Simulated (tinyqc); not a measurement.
Chemical vapour deposition: Grove model, boundary layer, depletion and step coverage: one step, computed by the program tinyqc.

A precursor diffuses to the surface and reacts there at first order; each molecule that reacts adds one formula unit of film.

Problem. Depletion along the susceptor. Plug flow: U b dC/dx = -k_eff C with k_eff = k_s h_g/(k_s + h_g), so C falls as exp(-k_eff x/(U b)); the used share of the precursor is 1 - C(L)/C(0).

Inputs (values chosen for the exercise, close to those used for tungsten from its fluoride):
```
quantity            value  unit
temperature T         380     C
gas velocity U         49  cm/s
susceptor length L     56    cm
channel height b      8.3    cm
```

Reactor: horizontal, reduced pressure.

surface rate constant k_s = 0.6508718 cm/s

mass-transfer coefficient h_g = 11.93313 cm/s

growth rate G at the inlet = 7.056728 nm/min

Give: k_eff; depletion length; rate at the outlet over rate at the inlet; rate at the outlet.

Solution.

k_eff = 0.6172 cm/s

depletion length = 658.9 cm

rate at the outlet over rate at the inlet = 0.9185

rate at the outlet = 6.482 nm/min

8.1 % of the precursor is used.
